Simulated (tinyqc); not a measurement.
Tight binding, honeycomb lattice, step by step. One step of it, computed by the program tinyqc.

Question. Levels at k. Diagonalise the Hermitian matrix.

H(k) at k (eV), order A, B:
```
[[2.143708, -6.213960-3.450078i],
 [-6.213960+3.450078i, -2.144631]]
```

Give: eigenvalues; weights |c|^2 of the basis functions.

Answer.

eigenvalues (eV): [-7.424, 7.423]

weights |c|^2 of the basis functions, order A, B:
```
[[0.356, 0.644],
 [0.644, 0.356]]
```
